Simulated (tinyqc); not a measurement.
What grading buys: minority-electron transport through the base of a bipolar transistor (Moll-Ross and Kroemer integrals). Computed by tinyqc, a small Python program. Command: `OMP_NUM_THREADS=1 python tinyqc.py 3031837 3031838 out.jsonl base walk`. One thread of a shared host (Intel(R) Xeon(R) Processor @ 2.30GHz), about 0.01 s of CPU time with the checks.

Low injection, one dimension, x from the emitter edge (0) to the collector edge (W), s = x/W. Recombination is treated as a small correction (valid for tau_B well below tau_n), computed from the stored charge.

Inputs (values chosen for the exercise, modelled on silicon): base doping at the emitter edge N_0 = 1.6e+18 1/cm^3; base width W = 120 nm; mu_min = 260 cm^2/(V s); mu_max = 1400 cm^2/(V s); N_ref = 1.7e+17 1/cm^3; saturation velocity v_s = 0.99 1e7 cm/s; temperature T = 300 K; doping ratio N_0/N(W) = 51.

Base doping profile: exponential. Gap grading: linear. Exit of the base: infinite sink.

Constants: k_B = 8.617333262e-05 eV/K.

Method. N(x) = N_0 (ratio)^(-s); n_i(x)^2 = n_i^2 exp(s dE_g/k_B T); D(x) = (k_B T/e) mu, mu = mu_min + (mu_max - mu_min)/(1 + (N/N_ref)^0.7). With y(x) = N n_i^2/(D n_i(x)^2): base Gummel number G_B = int_0^W y dx; J_C = e n_i^2 exp(e V_BE/k_B T)/G_B; n(x) = (J_C/e)(n_i(x)^2/(N n_i^2)) [int_x^W y dx]; transit time tau_B = (e/J_C) int n dx; trapezoid rule on 401 even points.

The same base with other gradings:
```
dE_g (meV)  dE_g/k_B T  G_B (s/cm^4)  J_C gain  tau_B (ps)  speed gain
0                0.000    3.2514e+11    1.0000      1.3305      1.0000
25               0.967    2.7332e+11    1.1896      1.1472      1.1598
50               1.934    2.3544e+11    1.3810      1.0065      1.3219
75               2.901    2.0667e+11    1.5732      0.8957      1.4855
100              3.868    1.8414e+11    1.7657      0.8063      1.6502
150              5.802    1.5115e+11    2.1511      0.6715      1.9814
200              7.736    1.2818e+11    2.5365      0.5750      2.3140
300             11.605    9.8299e+10    3.3077      0.4463      2.9813
```

What does the comparison show, and why?

At 100 meV J_C rises by a factor 1.77 and the transit is 1.65 times faster; at 300 meV the factors are 3.31 and 2.98. For a uniform base without exit term both tend to be linear in dE_g/k_B T, J_C as x/(1 - exp(-x)) and the speed as x/2. From 25 meV on the mean velocity W/tau_B exceeds v_s, so those speed gains are overstated.
